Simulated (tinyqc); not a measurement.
Inside a calculation: two-band massive Dirac model of the K valleys. Values are carried at full precision from step to step, so a last printed digit may differ when a step is redone from the rounded ones.

Basis (conduction, valence): H = [[D/2, a t (tau kx - i ky)], [a t (tau kx + i ky), -D/2 + lam tau sz]], valley tau = +/-1, spin sz = +/-1. The gap of a spin and valley is G = D - lam tau sz. Berry curvature Omega = curl of i<u|grad u>; for the conduction band Omega_c = -tau 2 a^2 t^2 G/(G^2 + 4 a^2 t^2 k^2)^(3/2), and Omega_v = -Omega_c.

Constants: hbar^2/2m0 = 3.80998211 eV angstrom^2.

Inputs chosen for the exercise (near those used for monolayer WS2; shifted at random, so the results belong to these values and not to a real crystal):
- a = 3.205 angstrom (lattice constant)
- D = 1.75 eV (gap parameter)
- t = 1.28 eV (effective hopping)
- lam = 0.23 eV (half the valence spin splitting)
- tau = 1 (valley)
- sz = 1 (spin)
- k = (-0.016, 0.017) 1/angstrom (wave vector from the valley)
- h = 0.01 1/angstrom (side of the plaquette)

## Band edges of the four flavours

At k = 0: Ec = D/2, Ev = -D/2 + lam tau sz; mass m/m0 = c G/(a t)^2 for both bands, c = hbar^2/2m0; Omega_c(0) = -2 tau a^2 t^2/G^2.

Edges:
```
tau,sz,Ec (eV),Ev (eV),G (eV),mass (m0),Omega_c (angstrom^2)
1,1,0.8750,-0.6450,1.5200,0.3441,-14.569
1,-1,0.8750,-1.1050,1.9800,0.4482,-8.586
-1,1,0.8750,-1.1050,1.9800,0.4482,8.586
-1,-1,0.8750,-0.6450,1.5200,0.3441,14.569
```

The top of the valence band has spin up at tau = +1 and spin down at tau = -1: spin and valley are locked, with 460 meV between the two valence bands (A and B transitions at 1.520 and 1.980 eV, without exciton binding).

## H at one k

Fill in the matrix and diagonalise: E = lam tau sz/2 -/+ sqrt(G^2/4 + a^2 t^2 k^2).

H (eV):
```
,c,v
c,0.8750,-0.0656-0.0697i
v,-0.0656+0.0697i,-0.6450
```

levels (eV): -0.6510  0.8810

cos(theta) = G/(E+ - E-) = 0.9922

## Curvature, orbital moment and circular dichroism

Omega_c from the formula; orbital moment of both bands m = -tau (a t)^2 G/(c (G^2 + 4 a^2 t^2 k^2)) in Bohr magnetons (charge -e), c = hbar^2/2m0; interband strengths |P+/-|^2 proportional to (1 +/- tau cos(theta))^2 for P+/- = Px +/- i Py, and eta = (|P+|^2 - |P-|^2)/(|P+|^2 + |P-|^2) = 2 tau cos(theta)/(1 + cos^2(theta)).

Omega_c = -14.228 angstrom^2
orbital moment = -2.861 muB
eta = 1.0000

All three change sign with the valley. The selection rule, exact at k = 0, still holds to 100.0 % here.

## The curvature from a plaquette

Corners counter-clockwise around k, from (-h/2, -h/2); upper eigenvector u with its first component real and positive; Omega = -(sum of arg <u_j|u_(j+1)>)/h^2.

Corners:
```
j,kx,ky,u_c,u_v,arg <u_j|u_j+1> (rad)
1,-0.0210,0.0120,0.99789,-0.05632+0.03218i,-0.000866
2,-0.0110,0.0120,0.99904,-0.02960+0.03229i,-0.000794
3,-0.0110,0.0220,0.99782,-0.02949+0.05899i,0.001577
4,-0.0210,0.0220,0.99669,-0.05611+0.05879i,0.001505
```

Omega_c from the plaquette = -14.219 angstrom^2

The formula at the centre gives -14.228; the plaquette averages over its area.

## Checks

- Curvature formula against a plaquette of side 1e-4: both -14.228.
- Eta against the matrix elements of dH/dkx +/- i dH/dky: both 0.99997.

Program tinyqc; command `OMP_NUM_THREADS=1 python tinyqc.py 1450046 1450047 out.jsonl`; about 0.01 s on one thread of a shared Intel(R) Xeon(R) Processor @ 2.30GHz.
